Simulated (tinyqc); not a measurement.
From results back to parameters: Weaire-Thorpe hybrids on a Bethe lattice: gap and dangling bond of an amorphous tetrahedral solid. Five cases, with inputs chosen for the exercise.

Problem. In the Weaire-Thorpe model the two p-like peaks lie at -V2 + V1 and V2 + V1, and the guaranteed gap is 2 V2 - 4 V1. The peak positions come from hidden V1 and V2.

Case 1.

peaks (eV): bonding -2.850, antibonding 6.410

Case 2.

peaks (eV): bonding -7.770, antibonding 12.090

Case 3.

peaks (eV): bonding -2.490, antibonding 6.110

Case 4.

peaks (eV): bonding -2.330, antibonding 6.070

Case 5.

peaks (eV): bonding -2.650, antibonding 6.330

Find: V1, V2; guaranteed gap; lowest possible level -3 V1 - V2.

Solution. The mean of the peaks is V1 and half their distance V2.

Case 1.

V1, V2 (eV): 1.78  4.63

guaranteed gap = 2.14 eV
lowest possible level -3 V1 - V2 = -9.97 eV

Case 2.

V1, V2 (eV): 2.16  9.93

guaranteed gap = 11.22 eV
lowest possible level -3 V1 - V2 = -16.41 eV

Case 3.

V1, V2 (eV): 1.81  4.30

guaranteed gap = 1.36 eV
lowest possible level -3 V1 - V2 = -9.73 eV

Case 4.

V1, V2 (eV): 1.87  4.20

guaranteed gap = 0.92 eV
lowest possible level -3 V1 - V2 = -9.81 eV

Case 5.

V1, V2 (eV): 1.84  4.49

guaranteed gap = 1.62 eV
lowest possible level -3 V1 - V2 = -10.01 eV

Computed by tinyqc, one run a case: `OMP_NUM_THREADS=1 python tinyqc.py N N+1 out.jsonl` with N = 1450855, 1450952, 1451022, 1451084, 1451144; one thread of a shared Intel(R) Xeon(R) Processor @ 2.30GHz, about 0.03 s a run at most.
